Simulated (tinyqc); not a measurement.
Inside a calculation. Method: Luttinger-Kohn k.p, four valence bands. One step of it, computed by the program tinyqc.

Question. Levels at k. Diagonalise the Hermitian matrix.

H(k) at k (eV), lower triangle (Hermitian):
```
,3/2,1/2,-1/2,-3/2
3/2,0.429187
1/2,-0.177261+0.165946i,0.319571
-1/2,-0.012359+0.243734i,0.000000,0.319571
-3/2,0.000000,-0.012359+0.243734i,0.177261-0.165946i,0.429187
```

Give: eigenvalues.

Answer.

eigenvalues (eV): 0.026  0.026  0.723  0.723
